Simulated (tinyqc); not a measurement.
Comparisons within one model: special k points of the fcc lattice. A value that a table varies takes the place of the one given here.

Lattice vectors in units of a: a1 = (0, 1/2, 1/2), a2 = (1/2, 0, 1/2), a3 = (1/2, 1/2, 0); reciprocal vectors b_i with a_i . b_j = 2 pi delta_ij. Mesh: k = sum_i f_i b_i with f_i = (2 j_i + shift)/(2 N), j_i = 0 .. N-1. The point group of the lattice has 48 operations; only those that map the mesh onto itself are used.

A_m(k) = sum over the m-th star of lattice vectors R of cos(k . R), stars in order of length: m = 1: |R|^2 = 0.5, 12 vectors, such as (1, 0, 0) in the basis a_i; m = 2: |R|^2 = 1, 6 vectors, such as (1, 1, -1) in the basis a_i; m = 3: |R|^2 = 1.5, 24 vectors, such as (2, 0, -1) in the basis a_i; m = 4: |R|^2 = 2, 12 vectors, such as (2, 0, 0) in the basis a_i; m = 5: |R|^2 = 2.5, 24 vectors, such as (2, 1, -1) in the basis a_i; m = 6: |R|^2 = 3, 8 vectors, such as (3, -1, -1) in the basis a_i. The zone mean of every A_m is zero.

Test function, the lower band of a two-band insulator: E(k) = -sqrt(D^2 + (e0 - t A_1(k))^2).

Values chosen for the exercise (the lattice of Si, GaAs, Cu and Al; the results hold for these values, not for the real material):
```
symbol  value  unit  meaning
D       1.17   eV    half gap term
t       0.32   eV    coupling
e0      1.37   eV    offset
N       5            points along each reciprocal vector
shift   1            half steps
```

## Mesh size and shift

Errors of the mean of E against the unshifted mesh with N = 24. The fifth column is |R|^2 of the shortest star with a non-zero mean.

Meshes:
```
mesh       points  irreducible  operations  |R|^2 missed  error (meV)
1 Gamma         1            1          48          0.50     -687.001
1 shifted       1            1          12          1.00      244.482
2 Gamma         8            3          48          2.00     -282.646
2 shifted       8            2          12          4.00      -21.408
3 Gamma        27            4          48          4.50       18.392
3 shifted      27            6          12          9.00        3.226
4 Gamma        64            8          48          8.00        1.862
4 shifted      64           10          12         16.00       -0.438
5 Gamma       125           10          48         12.50       -2.116
5 shifted     125           19          12           >16        0.057
6 Gamma       216           16          48           >16        0.657
6 shifted     216           28          12           >16       -0.009
```

reference mean = -2.04609 eV

How do the results move?

The shifted mesh has the smaller error for 6 of 6 values of N and the larger for 0. The cheapest mesh within 1 meV is 4 shifted, with 10 irreducible points. A mesh misses the lattice vectors N (n1 a1 + n2 a2 + ...); the half shift gives each the sign (-1)^(n1 + n2 + ...), so the 12 shortest ones add up to 0 in place of 12: they cancel. The shift lowers the symmetry; it leaves more irreducible points for N = 3, 4, 5 and 6; it leaves fewer irreducible points for N = 2.

## Gap and mesh density

D takes the values listed; errors against the unshifted mesh with N = 30, for unshifted meshes.

Errors (meV):
```
D (eV)  reference (eV)     N = 2   N = 4  N = 6   N = 8
0.2            -1.6217  -376.902  11.941  5.510  -3.148
0.4            -1.6727  -358.722   7.906  4.466  -1.408
0.8            -1.8381  -317.717   3.569  1.773  -0.262
1.5            -2.2635  -255.392   1.152  0.272  -0.018
2.5            -3.0378  -193.090   0.419  0.025  -0.001
4.0            -4.3639  -137.104   0.155  0.001   0.000
```

What does this show, and why?

The first listed N from which the error stays below 0.5 meV is none for D = 0.2, none for D = 0.4, 8 for D = 0.8, 6 for D = 1.5, 4 for D = 2.5, 4 for D = 4 eV. A larger D makes the function smoother, so its Fourier coefficients fall faster with |R|.

## One point for the whole zone

The mean-value (Baldereschi) point is taken at k = (2 pi/a) (0.6223, 0.2953, 0), that is f = (0.1477, 0.3111, 0.4588); the reference is the mesh with N = 24.

Single points:
```
point                     A_1     A_2     A_3     A_4   E (eV)
Gamma                  12.000   6.000  24.000  12.000  -2.7331
mean-value point        0.000   0.000  -4.405  -3.192  -1.8016
zone-face centre b1/2   0.000  -6.000   0.000  12.000  -1.8016
```

reference mean = -2.0461 eV

What can be read from the table?

The mean-value point makes A_1 and A_2 vanish. Its error is +245 meV, against -687 meV at Gamma and +244 meV at b1/2. E is not linear in A_1; its powers hold sums of nearest vectors and a non-zero mean, so this point is not exact. A_1 has the same value at b1/2, and E depends on A_1 alone, so this test cannot tell the two points apart.

## What moves the zone average

Mean of E over the mesh, and its error against the unshifted mesh with N = 24. Each row changes one parameter from the base and keeps the others.

Results:
```
case          mean (eV)  error (meV)  irreducible points
base            -2.0460         0.06                  19
N = 6           -2.0461        -0.01                  28
shift = 0       -2.0482        -2.12                  10
D = 0.819 eV    -1.8476         0.06                  19
t = 0.416 eV    -2.2109         0.70                  19
```

How do the results move?

The largest shifts from the base row, up to three for each result and ties (the steps differ in size, so this ranks the rows, not the parameters). mean (eV): D +0.1984, t -0.1649, shift -0.0022. error (meV): shift -2.17, t +0.64, N -0.07; unchanged at the printed digits by D. irreducible points: N +9, shift -9; unchanged at the printed digits by D and t.

Computed by tinyqc, a small Python program: `OMP_NUM_THREADS=1 python tinyqc.py 1652285 1652286 out.jsonl` (the numbers bound the seed that draws the inputs); one thread of a shared host (Intel(R) Xeon(R) Processor @ 2.30GHz), about 0.2 s for the whole set of steps.
